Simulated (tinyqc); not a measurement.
# Memristor with linear dopant drift, Joglekar window, step by step

Program tinyqc, `OMP_NUM_THREADS=1 python tinyqc.py 2880070 2880071 out.jsonl`; Intel Xeon 2.30GHz, shared host, one thread, about 0.1 s. Printed values are rounded.

A film of thickness D has a doped share x: R = Ron x + Roff (1 - x), i = v/R, dx/dt = k i F with k = mv Ron/D^2 and F = 1 - (2 x - 1)^(2 p). The drive is v = V0 sin(2 pi f t). The model has no threshold and no heating.

Values chosen for this exercise:
```
symbol,value,unit,meaning
Ron,100,ohm,resistance of the fully doped film
Roff,10000,ohm,resistance of the undoped film
D,15,nm,film thickness
mv,1.1e-14,m^2/(V s),dopant mobility
x0,0.26,,doped share at t = 0
V0,1.1,V,amplitude
p,2,,window exponent
f,1.5,Hz,frequency
```

## Rate constant, charge and flux scales

k = mv Ron/D^2; R0 = R(x0); without a window the film fills (x = 1) after the charge (1 - x0)/k and the flux (R0^2 - Ron^2)/(2 k (Roff - Ron)); half a period supplies the flux V0/(pi f).

k = 4888.89 1/C
R0 = 7426 ohm
charge to fill = 151.364 uC
flux to fill = 0.569581 V s
flux of half a period = 0.233427 V s

Half a period supplies 41.0 % of the flux to fill.

## Step 1: one Runge-Kutta step

x at step 0 = 0.26
j = 0

Step h = 1/(16 f), from t = j h. With g(t, x) = dx/dt: k1 = g(t, x), k2 = g(t + h/2, x + h k1/2), k3 = g(t + h/2, x + h k2/2), k4 = g(t + h, x + h k3), x(new) = x + h (k1 + 2 k2 + 2 k3 + k4)/6.

k1..k4 (1/s): [0.000000, 0.133781, 0.134624, 0.265736]
x at step 1 = 0.265573

## Step 2: one Runge-Kutta step

j = 1

As before.

k1..k4 (1/s): [0.265715, 0.390447, 0.392629, 0.508413]
x at step 2 = 0.281825

## Step 3: one Runge-Kutta step

j = 2

As before.

k1..k4 (1/s): [0.508300, 0.610634, 0.613212, 0.698432]
x at step 3 = 0.307203

## One period

The 16 Runge-Kutta steps against a converged integration; i uses the converged x.

One period:
```
j,v (V),"x, coarse steps","x, converged",i (uA)
0,0.000,0.2600,0.2600,0.0
1,0.421,0.2656,0.2656,57.1
2,0.778,0.2818,0.2818,107.9
3,1.016,0.3072,0.3072,146.0
4,1.100,0.3388,0.3388,165.5
5,1.016,0.3722,0.3722,160.9
6,0.778,0.4022,0.4022,129.2
7,0.421,0.4231,0.4231,72.4
8,0.000,0.4306,0.4306,0.0
9,-0.421,0.4231,0.4231,-72.4
10,-0.778,0.4022,0.4022,-129.2
11,-1.016,0.3722,0.3722,-160.9
12,-1.100,0.3388,0.3388,-165.5
13,-1.016,0.3072,0.3072,-146.0
14,-0.778,0.2818,0.2818,-107.9
15,-0.421,0.2656,0.2656,-57.1
16,0.000,0.2600,0.2600,0.0
```

The current vanishes with the voltage (pinched loop). At the same voltage, j = 2 and 6, it is 108 uA on the way up and 129 uA on the way down. x peaks at 0.4306 at half period and ends at 0.2600, its starting value: the state is a function of the flux alone. The coarse steps miss by at most 1.4e-6.
